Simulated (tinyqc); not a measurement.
## Slope factor and drain-induced lowering from three currents

Problem. With source and body at 0 V, I = A exp((Vg + dd Vd)/(nf Vt)) (1 - exp(-Vd/Vt)). Find nf, the swing nf Vt ln 10 and dd.

Parameters, values chosen for the exercise: temperature T = 300 K.

Constants: q = 1.602176634e-19 C, kB = 1.380649e-23 J/K, Vt = kB T/q. Results are converted to the units shown.

currents at (Vg, Vd) = (0, 0.05), (0, 1) and (0.06, 1) V (nA/um): 0.0074742604  0.038373646  0.18218531

Answer. The pair at equal Vd gives nf; the pair at equal Vg, after dividing out the factors 1 - exp(-Vd/Vt), gives dd.

nf = 1.49
swing = 88.7 mV/decade
dd = 0.0600

Computed by the program tinyqc: `OMP_NUM_THREADS=1 python tinyqc.py 2242177 2242178 out.jsonl`, one thread of a shared Intel Xeon 2.30GHz, about 0.04 s for the whole run.
